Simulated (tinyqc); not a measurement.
The choice of windows: ionisation potential and affinity of a slab from the planar-averaged potential.

A model of the planar-averaged electrostatic energy of an electron in a periodic cell of N1 periods of A (L1 = N1 n1 h) and N2 periods of vacuum (L2 = N2 n2 h), on z_j = j h: V(z) = f VA + (1 - f) VB + F t(z), VA = V1[0] + V1[1] cos(2 pi z/(n1 h)) + V1[2] cos(4 pi z/(n1 h)), VB the same with V2, n2 and z - L1. f = [tanh(z/w) - tanh((z - L1)/w) + tanh((z - L1 - L2)/w)]/2 + 1/2; t(z) = z - L1/2 in A and (L1/L2)(L1 + L2/2 - z) beyond, so that the cell is periodic.

Running mean over n points, periodic: for odd n the plain mean of the n points centred on j; for even n the n + 1 points with half weight at both ends. The macroscopic average applies the mean over n1 points and then over n2 points.

Parameters, chosen for this exercise (gap near that of InAs; shifted at random, so the results belong to these values and not to a real crystal):

| symbol | value | unit | meaning |
|---|---|---|---|
| h | 0.3 | angstrom | grid step |
| n1 | 5 |  | grid points per period of A |
| n2 | 7 |  | grid points per period of the vacuum filter |
| N1 | 4 |  | periods of A |
| N2 | 5 |  | periods of vacuum |
| V1 | (-4.23, 1.11, 0.5) | eV | mean and two harmonics of the potential in A |
| V2 | (0, 0, 0) | eV | the same in vacuum |
| w | 0.52 | angstrom | width of the interfaces |
| F | 0 | eV/angstrom | slope in A from opposite charges on the two interfaces |

dV read at j = 10 and 37 after means over the numbers of points listed; ripple is the spread over the five points around each.

Results:

| windows | dV (eV) | ripple in A (meV) | ripple in vacuum (meV) |
|---|---|---|---|
| none | 2.620 | 2353 | 0 |
| 5 only | 4.230 | 1 | 0 |
| 7 only | 4.442 | 435 | 0 |
| 6 only | 4.353 | 254 | 0 |
| 6, 8 | 4.201 | 24 | 0 |
| 5, 7 | 4.229 | 7 | 0 |

Which rows can be used, and how does a wrong window show?

The last row matches both periods and lies -1 meV from the value of a thick cell, V2[0] - V1[0] = 4.230 eV. Against it the raw potential errs by -1.61 eV. Within 20 meV of it lie: 5 only. A window one point too long leaves a ripple of 254 meV in A, against 7 meV in the last row: the ripple is the sign to look for. Rows to use, with under 30 meV of ripple in both regions once the tilt is taken off: 5 only, 6, 8 and 5, 7. A row with a large ripple can hit the right value only by chance.

Program tinyqc; command `OMP_NUM_THREADS=1 python tinyqc.py 1850802 1850803 out.jsonl`; about 0.01 s on one thread of a shared Intel(R) Xeon(R) Processor @ 2.30GHz.
